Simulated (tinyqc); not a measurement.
Hot carriers by balance equations with a heated Maxwellian. Changing the optical or intervalley deformation potential D_o. Computed by tinyqc, a small Python program. Command: `OMP_NUM_THREADS=1 python tinyqc.py 3010066 3010067 out.jsonl hot sweep`. One thread of a shared host (Intel(R) Xeon(R) Processor @ 2.30GHz), about 0.03 s of CPU time with the checks.

The carriers follow a Maxwellian at an electron temperature T_e, slightly displaced; the drift energy is neglected against k_B T_e. The balance averages the rate, not the time, so mu_0 lies below the relaxation-time value.

Inputs (values chosen for the exercise, modelled on electrons in diamond):
```
quantity                            value    unit
effective mass m                    0.498     m_0
density rho                          3515  kg/m^3
sound velocity v_l                  18100     m/s
acoustic deformation potential D_A    9.4      eV
phonon energy hbar w                  147     meV
final valleys Z_f                       5       -
lattice temperature T                 500       K
electric field F                       16   kV/cm
mixing                                0.4       -
iteration cap                         300       -
```

Band: parabolic. Solver: damped fixed point.

Constants: k_B = 8.617333262e-05 eV/K; k_B = 1.380649e-23 J/K; e = 1.602176634e-19 C; hbar = 1.054571817e-34 J s; m_0 = 9.1093837015e-31 kg; hbar = 6.582119569e-16 eV s.

Method:
- Parabolic band: E = hbar^2 k^2/(2 m), speed v = hbar k/m, states per spin, volume and energy g(E) = m k/(2 pi^2 hbar^2). Masses are multiplied by m_0 and all formulas are in SI units.
- Phonon occupation N_q = 1/(exp(hbar w/(k_B T)) - 1).
- Acoustic deformation potential (elastic, equipartition, absorption and emission together): 1/tau = 2 pi k_B T D_A^2 g(E)/(hbar rho v_l^2).
- Optical or intervalley deformation potential: 1/tau = (pi Z_f D_o^2/(rho w)) [N_q g(E + hbar w) + (N_q + 1) g(E - hbar w)], with g = 0 below the band edge.
- Averages over the Maxwellian, <y> = int y x^(1/2) exp(-x) dx / int x^(1/2) exp(-x) dx with x = E/(k_B T_e), split at x_0 = hbar w/(k_B T_e): 64 Gauss-Legendre points in sqrt(x) below it and 128 in sqrt(x - x_0) above it, up to x = 32. Momentum balance: mu(T_e) = e/(m nu), nu = <x (sum of rates)>/<x>. Power lost per carrier: P(T_e) = hbar w <emission rate - absorption rate> + <(2 m v_l^2/(k_B T)) (E - 2 k_B T) acoustic rate>.
- Energy relaxation time at weak heating: tau_E = (3/2) k_B / (dP/dT_e), the derivative by a central difference of +/- 0.5 K at T_e = T.
- Fixed point: T_out = T + (T_e - T) e mu(T_e) F^2/P(T_e), T_new = T_e + mixing (T_out - T_e).
- Start at T_e = 1.5 T; stop when T_e moves by less than 1e-6 K or exceeds 1e6 K.
- v = mu(T_e) F; warm-carrier coefficient (mu/mu_0 - 1)/F^2.

One run for each value; columns: (1) optical or intervalley deformation potential D_o (1e8 eV/cm); (2) drift velocity (1e7 cm/s); (3) electron temperature T_e (K); (4) energy relaxation time tau_E (ps); (5) low-field mobility mu_0 (cm^2/(V s)):
```
(1)      (2)     (3)     (4)     (5)
1.5   0.9621  3753.7  5.3820  1810.9
2.2   0.9877  2822.9  3.2680  1748.9
3.2   1.0171  1881.2  1.7966  1632.3
4.7   1.0101  1221.7  0.9037  1424.0
6.9   0.9379   858.9  0.4365  1117.0
15.0  0.5794   562.0  0.0950   447.1
```

Give the missing row, optical or intervalley deformation potential D_o (1e8 eV/cm) = 10.0.

Computed row; columns: (1) optical or intervalley deformation potential D_o (1e8 eV/cm); (2) drift velocity (1e7 cm/s); (3) electron temperature T_e (K); (4) energy relaxation time tau_E (ps); (5) low-field mobility mu_0 (cm^2/(V s)):
```
(1)      (2)    (3)     (4)    (5)
10.0  0.8003  669.1  0.2118  774.4
```

Interpolating between the two neighbouring rows (the first column on a logarithmic scale, the others too where they are positive) misses most in drift velocity (1e7 cm/s), by 6.9 %. Over the rows, drift velocity (1e7 cm/s) goes from 0.962 through a maximum among these rows, 1.02 at 3.20, to 0.579; electron temperature T_e (K) falls from 3750 to 562 (exponent d ln y / d ln x -0.74 between the first rows and -0.43 between the last); energy relaxation time tau_E (ps) falls from 5.38 to 0.0950 (exponent d ln y / d ln x -1.3 between the first rows and -2.0 between the last).  Left out: 1.00 (T_e far beyond the range of the model).

Caution (rows 1.50, 2.20, 3.20): k_B T_e exceeds 0.12 eV, where non-parabolicity and a non-Maxwellian tail matter. Caution (rows 4.70, 6.90, 10.0, 15.0): the drift energy m v^2/2 is not small against the heating (3/2) k_B (T_e - T), so T_e - T is rough.

Extremes, crossings and ranges named in words are read from the listed rows.
